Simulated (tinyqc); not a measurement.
Strain, valley repopulation and piezoresistance in a many-valley conduction band: one step, computed by the program tinyqc.

Valleys are ellipsoids with mass m_l along the axis a and m_t across it, parabolic, with one constant relaxation time; strain shifts the valleys and leaves the masses alone. Currents are taken along [110], along the load, and along [001], across the load.

Question. Valley shifts. Herring-Vogt shift of a valley with unit axis a: dE = Xi_d tr(e) + Xi_u a.e.a.

Inputs (values chosen for the exercise, modelled on silicon): shear deformation potential Xi_u = 9.08 eV; dilation deformation potential Xi_d = 1.1 eV.

Valley axes: <100> (6 valleys in 3 pairs). Load: uniaxial [110].

strain tensor (%), rows x, y, z:
$$\begin{pmatrix}
-0.05218283 & -0.05967337 & 0.00000000 \\
-0.05967337 & -0.05218283 & 0.00000000 \\
0.00000000 & 0.00000000 & 0.03987143
\end{pmatrix}$$

Constants: k_B = 8.617333262e-05 eV/K.

Give: shifts dE; splitting (highest minus lowest).

Answer.

shifts dE (meV): x -5.448, y -5.448, z 2.911

splitting (highest minus lowest) = 8.359 meV
